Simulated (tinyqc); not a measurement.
# CMOS latch-up, two-transistor model, step by step

Program tinyqc, `OMP_NUM_THREADS=1 python tinyqc.py 2670122 2670123 out.jsonl`; Intel Xeon 2.30GHz, shared host, one thread, about 0.07 s. Printed values are rounded.

A parasitic pnp (emitter at Vdd, base shunted by Rw) and npn (emitter at ground, base shunted by Rs) feed each other: the npn collector current flows out of the pnp base node, the pnp collector current into the npn base node. Forward-active transistors with constant gains: Icn = Isn exp(Vn/Vt), Icp = Isp (exp(Vp/Vt) - 1). A current Ii is injected into the npn base node.

Parameters, values chosen for the exercise; values close to those of bulk CMOS: temperature T = 350 K; current gain of the npn bn = 12; current gain of the pnp bp = 4.5; saturation current of the npn at T Isn = 6.7e-13 A; saturation current of the pnp at T Isp = 3.1e-12 A; substrate resistance shunting the npn Rs = 79 ohm; well resistance shunting the pnp Rw = 870 ohm; resistance from the pnp collector to the npn base R2 = 530 ohm; base-emitter voltage in the on state Von = 0.66 V; saturation voltage Vsat = 0.08 V; supply voltage Vdd = 3.3 V; current injected into the substrate Ii = 5.36 mA.

Constants: q = 1.602176634e-19 C, kB = 1.380649e-23 J/K, Vt = kB T/q. Results are converted to the units shown.

## Holding current and voltage

On state with both base-emitter voltages at Von: npn base current Ib = (Von/Rs + bp Von/Rw)/(bn bp - 1), holding current Ih = (bn + 1) Ib + Von/Rs, holding voltage Vh = Vsat + Von + R2 (Ib + Von/Rs).

bn bp = 54
Ib = 0.222042 mA
Ih = 11.2410 mA
Vh = 5.28553 V

Vh is above Vdd = 3.3 V, so the supply cannot sustain a latched state.

## The off branch

Vn, point 0 to 7 (V): 0.42  0.5  0.55  0.58  0.6  0.62  0.635  0.65

Node equations: Vp/Rw + Icp/bp = Icn and Vn/Rs + Icn/bn = Icp + Ii. Loop gain G = gn gp/[(1/Rw + gp/bp)(1/Rs + gn/bn)], gn = Icn/Vt, gp = (Icp + Isp)/Vt; the off state ends where G = 1, and Ii there is the trigger current. For each Vn: Icn, then Vp from the first equation, then Ii from the second.

```
point   Icn (mA)     Vp (V)    Icp (mA)  Ii (mA)           G
0      7.4784e-4  6.5062e-4  6.7599e-11   5.3165  1.7895e-10
1       0.010611  0.0092316   1.1101e-9   6.3300   3.3675e-9
2       0.055683   0.048445   1.2350e-8   6.9667   6.4221e-8
3        0.15056    0.13099   2.3540e-7   7.3543   2.6267e-6
4        0.29221    0.25422   1.4186e-5   7.6193   2.9446e-4
5        0.56713    0.48719    0.032111   7.8633      1.0154
6        0.93255    0.59438      1.1221   6.9936      8.0181
7         1.5334    0.62989      3.6424   4.7133      12.986
```

Ii peaks at 7.863 mA, at Vn = 0.6200 V where G = 1; beyond it the loop feeds itself.

## Iteration 1: response to the injected current, once round the loop per iteration

Vn at the start = 0.47 V

Icn = Isn exp(Vn/Vt); Vp solves Vp/Rw + Icp/bp = Icn; Vn(new) solves Vn/Rs + (Isn/bn) exp(Vn/Vt) = Icp + Ii.

Icn = 0.00392443 mA
Vp = 0.00341426 V
Icp = 3.71561e-10 mA
Vn after iteration 1 = 0.423434 V

## Course of the iteration: response to the injected current, once round the loop per iteration

Stop when Vn changes by less than 1e-9 V, or after 150 iterations. Vn must stay below 1.1 V.

Course of the iteration:
```
iteration    Vn (V)  |change| (V)
1          0.423434        0.0466
2          0.423434      2.34e-11
```

Converged in 2 iterations. The change falls from 0.047 in the first iteration to below the tolerance in the last. An off state exists, since Ii is below the trigger current, the largest Ii that the node equations allow, 7.863 mA.
